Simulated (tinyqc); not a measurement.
Central-cell correction: shallow acceptor in the spherical four-band model.

The ground state 1S3/2 has an L = 0 part f(r) and an L = 2 part g(r). In units of Ry* and a*, with Gaussians f_i = exp(-a_i r^2), g_i = r^2 exp(-a_i r^2), A = a_i + a_j and I(n) = Gamma((n + 1)/2)/(2 A^((n + 1)/2)): S_ff = I(2), S_gg = I(6), H_ff = (6 a_i a_j/A) I(2) - 2 I(1), H_gg = (14 a_i a_j/A) I(6) - 2 I(5), H_fg = -mu [15 I(2) - 20 a_j I(4) + 4 a_j^2 I(6)]; each function is then normalised. The split-off band is left out.

Converged values use 22 exponents 2.2^i, i = -7 to 14, for f and for g.

Parameters, chosen for this exercise (out of a larger set: near those of a shallow acceptor in Ge; not measured data): rc = 2 angstrom (radius of the central cell); Vs = (3, 1, 0, -1, -2, -3, -4) eV (central-cell strengths).

mu = 0.75250
Ry* = 3.6874 meV
a* = 117.622 angstrom

A short-range term V exp(-r^2/rc^2) is added (negative: attracts the hole); its elements are V S (A/(A + 1/rc^2))^(3/2) for f and ^(7/2) for g, in the same units.

Results:

| V (eV) | 1S binding (meV) | 2S binding (meV) | <r> (angstrom) | L = 2 weight |
|---|---|---|---|---|
| 3.0 | 7.7 | 2.33 | 92.1 | 0.260 |
| 1.0 | 7.9 | 2.35 | 90.5 | 0.260 |
| 0.0 | 8.0 | 2.36 | 89.5 | 0.261 |
| -1.0 | 8.1 | 2.38 | 88.3 | 0.261 |
| -2.0 | 8.2 | 2.39 | 87.0 | 0.262 |
| -3.0 | 8.4 | 2.41 | 85.4 | 0.263 |
| -4.0 | 8.6 | 2.44 | 83.5 | 0.264 |

From V = 0 to -4 eV the 1S binding grows by 0.6 meV (7 %) and the 2S binding by 0.08 meV, so the chemical shift sits mainly in the ground state. A repulsion of 3 eV removes 0.2 meV. The slope is 0.20 meV per eV over the last step against 0.08 on the repulsive side, since attraction pulls the state into the cell; over this range the level stays shallow.

Run: tinyqc, `OMP_NUM_THREADS=1 python tinyqc.py 1251766 1251767 out.jsonl`; Intel(R) Xeon(R) Processor @ 2.30GHz, one thread, shared host; about 0.04 s of CPU time with all checks.
